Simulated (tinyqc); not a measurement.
Diffusion length from constant photovoltage.

Question. In a thick sample with a thin depletion layer the excess density at its edge goes as flux/(1/alpha + L), so the flux needed for a fixed surface photovoltage is proportional to 1/alpha + L. Find L.

photon flux for the same photovoltage at absorption coefficients 130 and 940 1/cm (relative units): [326.92308, 260.63830]

Solution. The line of flux against 1/alpha meets zero at -L.

slope against 1/alpha = 1.000 1/um
L = 250.0 um

tinyqc, about 0.01 s, one thread, Intel Xeon 2.30GHz (shared host): `OMP_NUM_THREADS=1 python tinyqc.py 2430077 2430078 out.jsonl`
